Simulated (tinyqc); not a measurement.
Inside a calculation. Model: mobility of a non-polar semiconductor in the relaxation-time approximation. Computed by tinyqc, a small Python program that keeps every step. Command: `OMP_NUM_THREADS=1 python tinyqc.py 3003374 3003375 out.jsonl rta walk`. One thread of a shared host (Intel(R) Xeon(R) Processor @ 2.30GHz), about 0.01 s of CPU time with the checks. Intermediate numbers are printed to about 7 digits and carried at full precision; extremes and crossings named in words are read from the listed rows.

Each valley is treated as a sphere of mass m_d for states and rates, with one isotropic relaxation time; the conductivity mass m_c sets the current.

Inputs (values chosen for the exercise, for a model non-polar semiconductor):
```
quantity                                            value       unit
longitudinal mass m_l                                 1.5        m_0
transverse mass m_t                                  0.24        m_0
equivalent valleys Z                                    6          -
static permittivity eps_s                            10.3          -
density rho                                          3130     kg/m^3
sound velocity v_l                                   9380        m/s
acoustic deformation potential D_A                    7.2         eV
phonon energy hbar w                                 23.7        meV
optical or intervalley deformation potential D_o      9.9  1e8 eV/cm
final valleys Z_f                                       5          -
carrier density n                                 6.8e+16     1/cm^3
compensation ratio C                                 0.43          -
temperature T                                         300          K
alloy fraction x                                     0.12          -
alloy potential U                                     1.5         eV
lattice constant a                                   5.43   angstrom
```

Band: parabolic. Impurity formula: Conwell-Weisskopf. Further scattering: alloy.

Constants: k_B = 8.617333262e-05 eV/K; m_0 = 9.1093837015e-31 kg; e = 1.602176634e-19 C; hbar = 1.054571817e-34 J s; eps_0 = 8.8541878128e-12 F/m; k_B = 1.380649e-23 J/K; hbar = 6.582119569e-16 eV s.

## Masses

m_d = (m_l m_t^2)^(1/3); 1/m_c = (1/m_l + 2/m_t)/3; Hall mass factor A = 3 K_m (K_m + 2)/(2 K_m + 1)^2, K_m = m_l/m_t; N_I = n (1 + C)/(1 - C).

density-of-states mass m_d = 0.4420838 m_0

conductivity mass m_c = 0.3333333 m_0

Hall mass factor A = 0.8487654

ionised impurity density N_I = 1.705965e+17 1/cm^3

## Fermi level and screening

Parabolic band: E = hbar^2 k^2/(2 m), speed v = hbar k/m, states per spin, volume and energy g(E) = m k/(2 pi^2 hbar^2). Here m = m_d. Masses are multiplied by m_0 and all formulas are in SI units. The reduced Fermi level eta = E_F/(k_B T) solves n = 2 Z int g f dE with f = 1/(1 + exp(x - eta)) (Z = 1 unless valleys are given); screening length L_s = sqrt(eps_s eps_0 k_B T/(e^2 dn/deta)), dn/deta = 2 Z int g f (1 - f) dE. Integrals over x = E/(k_B T) use 160 Gauss-Legendre points in u = sqrt(x) from 0 to sqrt(max(eta, 0) + 32).

reduced Fermi level eta = -6.477714

screening length L_s = 14.71460 nm

The gas is non-degenerate (eta < -2), and L_s is close to the Debye length.

## Rates at a few energies

Phonon occupation N_q = 1/(exp(hbar w/(k_B T)) - 1). Acoustic deformation potential (elastic, equipartition, absorption and emission together): 1/tau = 2 pi k_B T D_A^2 g(E)/(hbar rho v_l^2). Optical or intervalley deformation potential: 1/tau = (pi Z_f D_o^2/(rho w)) [N_q g(E + hbar w) + (N_q + 1) g(E - hbar w)], with g = 0 below the band edge. Each optical term is multiplied by (1 - f(E'))/(1 - f(E)), E' the final energy, for Pauli blocking. Singly charged impurities, momentum relaxation: 1/tau = N_I e^4 m (1 + 2 alpha E) Phi/(8 pi (eps_s eps_0)^2 hbar^3 k^3), with alpha = 0 for a parabolic band. Conwell-Weisskopf: Phi = ln(1 + y^2), y = 4 pi eps_s eps_0 E N_I^(-1/3)/e^2 (largest impact parameter N_I^(-1/3)/2). Alloy disorder: 1/tau = (2 pi/hbar) Omega x (1 - x) U^2 g(E), Omega = a^3/4 (other conventions for Omega rescale U).

Rates (1e12/s) at E = (max(eta, 0) + 0.5, 1, 2, 4) k_B T:
```
E (meV)   acoustic   optical  ionised impurity     alloy
12.9260   0.847185   27.9509          4.226572  10.33344
25.8520   1.198101   49.4260          2.803824  14.61369
51.7040   1.694371  101.1641          1.516796  20.66688
103.4080  2.396202  155.1119          0.728699  29.22738
```

## Mobility for each process alone

mu = (m_d/m_c) (2 Z e/(3 n k_B T)) int g v^2 tau f (1 - f) dE. Averages over x are split at the emission threshold x_0 = hbar w/(k_B T): 64 Gauss-Legendre points in sqrt(x) below it and 128 in sqrt(x - x_0) above it, up to x = max(eta, 0) + 32.

acoustic mobility = 3312.191 cm^2/(V s)

optical mobility = 68.08653 cm^2/(V s)

ionised impurity mobility = 4569.972 cm^2/(V s)

alloy mobility = 271.5494 cm^2/(V s)

## All processes together

Rates are added at each energy before the average. With <y> = int g v^2 y f (1 - f) dE: Hall factor r_H = A (3 n k_B T/(2 Z m_d)) <tau^2/(1 + 2 alpha E)>/<tau>^2 (alpha = 0 for a parabolic band); Hall mobility r_H mu; |S| = (k_B/e) (<x tau>/<tau> - eta); resistivity 1/(n e mu).

drift mobility mu = 50.68127 cm^2/(V s)

Hall factor r_H = 1.136916

Hall mobility = 57.62034 cm^2/(V s)

Seebeck coefficient |S| = 715.0637 microvolt/K

resistivity = 1.811061 ohm cm

Taking r_H = 1 in a Hall measurement would give a density 0.880 times the true one.

## Matthiessen's rule against the full average

Matthiessen's rule adds 1/mu of the separate processes.

Separate mobilities:
```
process           mu (cm^2/(V s))  share of the sum of 1/mu (%)
acoustic                 3312.191                       1.59824
optical                    68.087                      77.74910
ionised impurity         4569.972                       1.15836
alloy                     271.549                      19.49430
```

mobility by Matthiessen's rule = 52.93667 cm^2/(V s)

excess of Matthiessen's rule over the full mu = 4.450153 %

The rule gives 52.94 against the full 50.68, 4.5 % too high; it can only overestimate, since each separate average is carried by the energies where that process is weak. The largest shares are optical (78 %) and alloy (19 %).

Checks made by the program: n against 2 Z (m k_B T/2 pi hbar^2)^(3/2) (2/sqrt(pi)) F_1/2(eta) by adaptive quadrature (relative difference below 1e-10); acoustic mobility against its closed form in Fermi integrals (relative difference below 1e-10); the sum rule (2 Z/(3 k_B T)) int g v^2 (1 + 2 alpha E) f (1 - f) dE = n/m_d (relative difference below 1e-10).
